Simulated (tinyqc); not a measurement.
Deep trap from a strong local potential in a two-band host (Koster-Slater model with semi-elliptic bands). From one set of inputs to another, one input at a time. Computed by tinyqc, a small Python program. Command: `OMP_NUM_THREADS=1 python tinyqc.py 3023152 3023153 out.jsonl deeptrap ladder`. One thread of a shared host (Intel(R) Xeon(R) Processor @ 2.30GHz), about 0.04 s of CPU time with the checks.

The valence band spans -2 W_v to 0 and the conduction band E_g to E_g + 2 W_c. The orbital at the impurity site has weight f_v in the valence band and 1 - f_v in the conduction band, each spread as a semi-ellipse (2/(pi W^2)) sqrt(W^2 - x^2) about the band centre. The impurity adds U to this orbital. Spin is left out.

The inputs printed are set A. Inputs not listed in the table keep their values of set A, so the rows need not describe a real material.

Inputs (values chosen for the exercise, with a gap close to that of GaAs):
```
quantity                                value  unit
gap E_g                                  1.41    eV
half-width of the valence band W_v        5.7    eV
half-width of the conduction band W_c     3.6    eV
valence weight f_v of the site orbital   0.59     -
impurity potential U                     13.3    eV
```

Impurity: repulsive, acceptor-like.

Method:
- In the gap G(E) = f_v (2/W_v^2)[x - sqrt(x^2 - W_v^2)] - (1 - f_v)(2/W_c^2)[y - sqrt(y^2 - W_c^2)], x = E + W_v, y = E_g + W_c - E.
- G falls across the gap from G(0) to G(E_g). A repulsive U binds if U > 1/G(0), an attractive one if U < 1/G(E_g); the vacancy level (U infinite) solves G(E) = 0 (bisection).
- The trap level solves G(E) = 1/U (bisection). With D = -dG/dE = D_v + D_c, D_v = f_v (2/W_v^2)[x/sqrt(x^2 - W_v^2) - 1] and D_c = (1 - f_v)(2/W_c^2)[y/sqrt(y^2 - W_c^2) - 1], the weight on the impurity orbital is 1/(U^2 D) and the conduction-band character is D_c/D.

Each row keeps all changes above it:
```
input moved                                 from    to  depth below the conduction band (eV)  vacancy level (eV)  conduction-band character
set A                                          -     -                                1.3247              0.7416                    0.14341
impurity potential U (eV)                   13.3  21.7                                1.1277              0.7416                    0.29184
valence weight f_v of the site orbital      0.59  0.55                                1.2815              0.5285                    0.20646
half-width of the valence band W_v (eV)      5.7   2.8                                0.6049              1.1043                    0.44068
gap E_g (eV)                                1.41  0.81                                0.2830              0.7034                    0.49232
half-width of the conduction band W_c (eV)   3.6   4.8                                0.1145              0.8100                    0.60307
```

Where does the difference come from?

Depth below the conduction band goes from 1.32 to 0.115, a factor 0.0865 in all. The largest single move comes from half-width of the conduction band W_c (a factor 0.405), and valence weight f_v of the site orbital works against it (a factor 1.14). Vacancy level goes from 0.742 to 0.810, a factor 1.09 in all. The largest single move comes from half-width of the valence band W_v (a factor 2.09), and gap E_g works against it (a factor 0.637). Conduction-band character goes from 0.143 to 0.603, a factor 4.21 in all. The largest single move comes from half-width of the valence band W_v (a factor 2.13), and valence weight f_v of the site orbital works against it (a factor 0.707). The single moves hold for this order of the switches; the total does not depend on the order.

Extremes, crossings and ranges named in words are read from the listed rows.
